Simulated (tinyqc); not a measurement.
MOSFET in saturation, small-signal circuit and noise: one step of the calculation.

Bias by the inversion coefficient IC = I/Ispec (charge-based model with velocity saturation; weak inversion below 0.1, strong above 10). Common-source circuit: gm, gds, Cgs, Cgd and Cj at the inner nodes, Rg in series with the gate; quasi-static, no source or drain resistance, no gate-body capacitance, no substrate network, no induced gate noise, so fmax is an upper estimate.

Problem. Admittance matrix. Inner admittances at w = 2 pi f: y11 = i w (Cgs + Cgd), y12 = -i w Cgd, y21 = gm - i w Cgd, y22 = gds + i w (Cgd + Cd). Invert to Z, add Rg to Z11 and invert back to Y.

Values chosen for this exercise: signal frequency f = 0.5 GHz.

gm = 0.73439561 mS
gds = 0.0054345275 mS
Cgs = 38.268750 fF
Cgd = 4.8 fF
Cd = 10.8 fF
Rg = 3.2142857 ohm

Find: inner y; Y with Rg.

Solution.

inner y (mS):

|  | 1 | 2 |
|---|---|---|
| 1 | 0.0000+0.1353i | 0.0000-0.0151i |
| 2 | 0.7344-0.0151i | 0.0054+0.0490i |

Y with Rg (mS):

|  | 1 | 2 |
|---|---|---|
| 1 | 0.0001+0.1353i | 0.0000-0.0151i |
| 2 | 0.7344-0.0154i | 0.0054+0.0490i |

tinyqc, about 0.01 s, one thread, Intel Xeon 2.30GHz (shared host): `OMP_NUM_THREADS=1 python tinyqc.py 2150118 2150119 out.jsonl`
